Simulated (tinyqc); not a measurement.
Valley splitting in a one-orbital chain of atomic planes (second-neighbour model): sweeps and comparisons. A value that a table varies takes the place of the one given here.

Each (001) plane carries one orbital with energy e0, hopping v to the next plane and u to the second: E(phi) = e0 + 2 v cos(phi) + 2 u cos(2 phi), where phi = pi - k a/4 (the sign of every second orbital is chosen so that v > 0, which shifts the phase by pi). The minimum lies at cos(phi0) = -v/(4u), phi0 = pi - (pi/2) k0 for a valley at k0 (2 pi/a), and e0 puts it at zero. A slab of N planes has hard walls: the matrix simply ends.

A well of Nw planes between barriers of 40 planes each (as of a SiGe alloy, taken as an offset alone). With x = j - 39.5 for plane j = 0, 1, ..., the potential is V0 (f(x) + f(Nw - x)) + F (j - 40) a/4, f(y) = 1/(1 + exp(y/L)), a step for L = 0; L is in planes, 4 L is about the distance over which f goes from 0.88 to 0.12, and 1 MV/m = 1e-4 V/angstrom.

Constants: hbar^2/2m0 = 3.80998211 eV angstrom^2.

Parameters, chosen for this exercise (near those of the Delta valleys of silicon; abrupt walls in this chain split the valleys several times more than measured wells; the results hold for these values, not for the real material):
- a = 5.433 angstrom (lattice constant; planes lie a/4 apart)
- ml = 0.861 m0 (longitudinal mass)
- N0 = 43 (first number of planes)
- Nf = 120 (planes in the thick slab)
- V0 = 0.15 eV (barrier height)
- F = 15 MV/m (field)
- Nw = 45 (planes in the well)
- k0 = 0.832 2 pi/a (position of the valley)

## Splitting against the number of planes

u = 0.643431 eV
v = 0.671335 eV
e0 = 1.461975 eV
phi0 = 1.834690 rad

Ten slabs from N0 on, of thickness (N - 1) a/4 between the outer planes. Effective mass: E1 = (c/ml)(pi/W)^2 with W = (N + 2) a/4: the amplitude vanishes on two missing planes at each end, and the envelope has its nodes N + 2 spacings apart. Large-N estimate of the splitting: 16 pi^2 u |sin(phi0) sin((N + 2) phi0)|/(N + 2)^3.

Doublet (meV):
```
N,thickness (angstrom),mean level,effective mass,splitting,estimate
43,57.05,11.68,11.69,0.847,0.829
44,58.40,11.17,11.19,0.389,0.418
45,59.76,10.71,10.72,0.934,0.932
46,61.12,10.26,10.27,0.113,0.089
47,62.48,9.85,9.86,0.769,0.779
48,63.84,9.46,9.47,0.477,0.461
49,65.20,9.09,9.10,0.448,0.464
50,66.55,8.75,8.75,0.644,0.638
51,67.91,8.42,8.43,0.082,0.099
52,69.27,8.12,8.12,0.616,0.619
```

The mean level falls smoothly, from 11.7 to 8.1 meV, within 0.2 % of the effective-mass value. The splitting swings between 0.082 (N = 51) and 0.934 meV (N = 45): one plane more or less changes the phase between the two walls by phi0 = 1.835 rad. The estimate misses the computed values by at most 0.028 meV.

## Splitting against the electric field

A thick slab in a field F: plane j = 0, 1, ... gains the energy F j a/4 (1 MV/m = 1e-4 V/angstrom), which presses the electron against the first wall. The exponent is the slope of ln(splitting) against ln F between 20 and 50 MV/m.

Doublet:
```
F (MV/m),mean level (meV),splitting (meV),splitting/F (meV per MV/m)
1,8.07,0.1418,0.1418
2,12.71,0.2815,0.1408
5,23.14,0.7038,0.1408
10,36.30,1.4081,0.1408
20,56.73,2.8175,0.1409
30,73.52,4.2280,0.1409
50,101.62,7.0518,0.1410
```

exponent = 1.00

The splitting goes from 0.1418 to 7.0518 meV. At high field it grows as F^1.00: at a single hard wall it follows the squared slope of the envelope, which is proportional to F, while the level itself grows about as F^(2/3) (here F^0.64). A hard wall is the sharpest interface possible; real Si interfaces split several times less.

## Sharp and graded interfaces

The lowest doublet for several interface widths L.

Doublet:
```
L (planes),4 L (angstrom),mean level (meV),splitting (micro-eV)
0.00,0.00,40.32,2119.86
0.25,1.36,40.51,1152.11
0.50,2.72,40.80,233.89
0.75,4.07,41.17,42.53
1.00,5.43,41.63,7.59
1.50,8.15,42.81,0.22
2.00,10.87,44.22,0.01
```

The mean level moves by +3.9 meV over the table, while the splitting falls from 2119.9 micro-eV at a step to 7.59 at L = 1 plane, a factor 279. Coupling the valleys needs the Fourier component of the potential at twice the valley wave vector, a period of a few planes, and grading removes it. Random alloy disorder, left out here, sets the splitting once this part is gone.

## What each parameter does

Step interfaces (L = 0). u, v, e0 follow from 8 u sin^2(phi0) = (2c/ml)/(a/4)^2, v = -4u cos(phi0), e0 = 2u + v^2/(4u), c = hbar^2/2m0. Each row changes one parameter from the base and keeps the others.

Results:
```
case,mean level (meV),splitting (micro-eV)
base,40.32,2119.9
k0 = 0.842 2 pi/a,40.32,2104.1
ml = 0.947 m0,39.15,2117.5
V0 = 0.225 eV,42.03,2124.6
F = 30 MV/m,57.39,1598.6
Nw = 46,40.32,2112.8
```

The largest shifts from the base row, up to three for each result and ties (the steps differ in size, so this ranks the rows, not the parameters). mean level (meV): F +17.07, V0 +1.71, ml -1.17; unchanged at the printed digits by k0 and Nw. splitting (micro-eV): F -521.3, k0 -15.8, Nw -7.0.

Computed by tinyqc, a small Python program: `OMP_NUM_THREADS=1 python tinyqc.py 1482594 1482595 out.jsonl` (the numbers bound the seed that draws the inputs); one thread of a shared host (Intel(R) Xeon(R) Processor @ 2.30GHz), about 0.02 s for the whole set of steps.
